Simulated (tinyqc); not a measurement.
Plane-wave Kohn-Sham cycle with exchange-only LDA in a layered model solid, step by step. One step of it, computed by the program tinyqc.

Problem. Iteration 1: levels at that k. Diagonalise the Hermitian matrix.

H (hartree):
```
           -2         -1         +0         +1         +2
-2   0.282628  -0.080000   0.000000   0.000000   0.000000
-1  -0.080000  -0.120782  -0.080000   0.000000   0.000000
+0   0.000000  -0.080000  -0.230803  -0.080000   0.000000
+1   0.000000   0.000000  -0.080000  -0.047435  -0.080000
+2   0.000000   0.000000   0.000000  -0.080000   0.429322
```

Give: eigenvalues.

Solution.

eigenvalues (hartree): -0.2964  -0.1108  -0.0209  0.2984  0.4426
